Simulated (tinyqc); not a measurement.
# Free and trapped electrons in a MOS channel with a dense trap tail: effects of single changes

p-type body, charge-sheet picture, full ionisation (an idealisation for deep acceptors), Boltzmann statistics for free electrons. e = Ec - EF at the surface. Acceptor-like traps of density D(E) = D0 + De exp(-E/Ew) at depth E below Ec, from 0 to Eu, hold n_t = integral of D(E)/(1 + exp((e - E)/Vt)). psi = Eg - Vt ln(Nv/Na) - e; N_dep = sqrt(2 eps0 eps_r Na (psi - Vt)/q); n_f = sqrt(N_dep^2 + 2 eps0 eps_r Vt Nc exp(-e/Vt)/q) - N_dep; Vg = Vfb + psi + q (N_dep + n_t + n_f)/Cox, Cox = eps0 eox/tox.

Values chosen for this exercise; band and dielectric values close to those of silicon: temperature T = 300 K; band gap Eg = 1.11 eV; relative permittivity eps_r = 11.5; conduction-band density of states at T Nc = 2.76e19 cm^-3; valence-band density of states at T Nv = 2.65e19 cm^-3; relative permittivity of the insulator eox = 3.9; insulator thickness tox = 37 nm; acceptor density Na = 8.3e16 cm^-3; flat-band voltage without trapped charge Vfb = -0.81 V; constant background density of acceptor-like traps D0 = 3.5e10 cm^-2 eV^-1; density of the tail at the conduction edge De = 6.2e12 cm^-2 eV^-1; decay energy of the tail Ew = 0.11 eV; depth below Ec down to which the traps reach Eu = 0.79 eV; mobility of free electrons mf = 110 cm^2/(V s).

Constants: q = 1.602176634e-19 C, kB = 1.380649e-23 J/K, Vt = kB T/q, eps0 = 8.8541878128e-14 F/cm where lengths are in cm. Results are converted to the units shown.

Each table varies one quantity; the others keep the values above.

## Free and trapped charge against gate voltage

Free share n_f/(n_f + n_t); swing ln 10 n_f/(dn_f/dVg); field-effect mobility mf q (dn_f/dVg)/Cox, for a constant mf; oxide field q (N_dep + n_t + n_f)/(eps0 eox).

Free and trapped charge against gate voltage:

| Vg (V) | e (eV) | n_f (cm^-2) | n_t (cm^-2) | free share (%) | swing (mV/decade) | field-effect mobility (cm^2/(V s)) | oxide field (MV/cm) |
|---|---|---|---|---|---|---|---|
| 1.1 | 0.3989 | 1.200e6 | 3.308e10 | 0.003627 | 157.1 | 0.003322 | 0.3643 |
| 1.9 | 0.1594 | 1.045e10 | 1.967e11 | 5.044 | 331.8 | 13.69 | 0.5158 |
| 2.6 | 0.08472 | 1.661e11 | 3.627e11 | 31.41 | 1107 | 65.22 | 0.6848 |
| 3.4 | 0.05233 | 4.942e11 | 4.639e11 | 51.58 | 2504 | 85.81 | 0.8923 |
| 4.1 | 0.03550 | 8.274e11 | 5.194e11 | 61.43 | 3859 | 93.24 | 1.077 |
| 4.9 | 0.02153 | 1.234e12 | 5.636e11 | 68.64 | 5469 | 98.07 | 1.289 |
| 5.7 | 0.01063 | 1.656e12 | 5.951e11 | 73.56 | 7121 | 101.1 | 1.503 |
| 6.4 | 0.002688 | 2.034e12 | 6.156e11 | 76.77 | 8592 | 103.0 | 1.690 |
| 7.2 | -0.005101 | 2.474e12 | 6.334e11 | 79.62 | 1.030e4 | 104.5 | 1.904 |

What does the comparison show?

n_f reaches 1e11 cm^-2 at Vg = 2.39 V, against 1.84 V without traps. The free share rises from 0.00363 to 79.6 % and the field-effect mobility rises from 0.00332 to 104 cm^2/(V s), although mf = 110 is constant: in the last row 95.0 % of Cox dVg goes into free electrons. The swing in the first row is 157 mV a decade (Vt ln 10 = 59.5). For Vg = 4.1, 4.9, 5.7, 6.4, 7.2 EF lies less than 2 Vt below the band edge, or above it, where degeneracy and confinement, left out, matter.

## Effect of the density of the tail at the conduction edge

VT is the Vg for n_f = 1e11 cm^-2; swing ln 10 n_f/(dn_f/dVg) at n_f = 1e8 cm^-2; the last three columns are for Vg = VT + 3 V, with free share n_f/(n_f + n_t) and field-effect mobility mf q (dn_f/dVg)/Cox; there EF is near the band edge, where Boltzmann statistics are rough.

Result of one run:

| De (cm^-2 eV^-1) | e at VT (eV) | VT (V) | q n_t/Cox at VT (V) | swing (mV/decade) | n_f (cm^-2) | free share (%) | field-effect mobility (cm^2/(V s)) |
|---|---|---|---|---|---|---|---|
| 1e13 | 0.09889 | 2.707 | 0.8706 | 219.1 | 1.354e12 | 59.83 | 94.93 |

What becomes of these results when the density of the tail at the conduction edge De is changed from 1e13 to 5e12 cm^-2 eV^-1, all else the same?

Result of the changed run:

| De (cm^-2 eV^-1) | e at VT (eV) | VT (V) | q n_t/Cox at VT (V) | swing (mV/decade) | n_f (cm^-2) | free share (%) | field-effect mobility (cm^2/(V s)) |
|---|---|---|---|---|---|---|---|
| 5e12 | 0.09889 | 2.292 | 0.4560 | 175.1 | 1.538e12 | 76.25 | 101.6 |

The whole series:

| De (cm^-2 eV^-1) | e at VT (eV) | VT (V) | q n_t/Cox at VT (V) | swing (mV/decade) | n_f (cm^-2) | free share (%) | field-effect mobility (cm^2/(V s)) |
|---|---|---|---|---|---|---|---|
| 1e12 | 0.09889 | 1.961 | 0.1244 | 139.8 | 1.700e12 | 93.46 | 106.3 |
| 2e12 | 0.09889 | 2.043 | 0.2073 | 148.6 | 1.658e12 | 88.75 | 105.2 |
| 5e12 | 0.09889 | 2.292 | 0.4560 | 175.1 | 1.538e12 | 76.25 | 101.6 |
| 1e13 | 0.09889 | 2.707 | 0.8706 | 219.1 | 1.354e12 | 59.83 | 94.93 |
| 2e13 | 0.09889 | 3.536 | 1.700 | 307.2 | 1.053e12 | 38.21 | 79.98 |
| 4e13 | 0.09889 | 5.194 | 3.358 | 483.3 | 6.746e11 | 18.04 | 52.72 |
| 9e13 | 0.09889 | 9.340 | 7.503 | 923.6 | 3.382e11 | 5.474 | 21.18 |
| 2e14 | 0.09889 | 18.46 | 16.62 | 1892 | 1.923e11 | 1.671 | 7.230 |

As De goes from 1e12 to 2e14, VT rises from 1.96 to 18.5 V, its part due to traps rises from 0.124 to 16.6 V, the swing rises from 140 to 1890 mV/decade and the field-effect mobility falls from 106 to 7.23 cm^2/(V s).

Computed by the program tinyqc: `OMP_NUM_THREADS=1 python tinyqc.py 2222223 2222224 out.jsonl`, one thread of a shared Intel Xeon 2.30GHz, about 0.02 s for the whole run.
